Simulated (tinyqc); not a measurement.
Quasi-harmonic thermal expansion with mode Grueneisen parameters: one step, computed by the program tinyqc.

A crystal with two atoms a cell; per atom there are 1 transverse acoustic (TA), 1/2 longitudinal acoustic (LA) and 3/2 optical (O) modes. Every frequency of group i scales as nu_i (V/V0)^(-gamma_i). Each group has one frequency. Static energy: E = (9 V0 B0/16) [y^3 B' + y^2 (2 - 4 y)], y = (V0/V)^(2/3) - 1, with pressure P_s = (3 B0/2) (z^7 - z^5) [1 + (3/4)(B' - 4)(z^2 - 1)], z = (V0/V)^(1/3).

Task: Zero-point expansion. Phonon pressure P_ph = sum_i gamma_i U_i/V. At T = 0, U_i is the zero-point energy (h nu/2 a mode); solve P_s + P_ph = 0.

Inputs (values chosen for the exercise, for a model crystal):
```
quantity                       value             unit
static volume V0                27.9  angstrom^3/atom
static bulk modulus B0           144              GPa
static B'                       5.28                -
frequency nu_TA                 5.64              THz
frequency nu_LA                 8.78              THz
frequency nu_O                    20              THz
Grueneisen parameter gamma_TA  -0.19                -
Grueneisen parameter gamma_LA    1.5                -
Grueneisen parameter gamma_O     1.6                -
```

Acoustic groups: Einstein.

Constants: h x 1 THz = 4.135667696 meV; k_B = 8.617333262e-05 eV/K; 1 eV/angstrom^3 = 160.2176634 GPa.

Give: volume at T = 0; zero-point volume change.

Result:

volume at T = 0 = 28.02 angstrom^3/atom

zero-point volume change = 0.4423 %
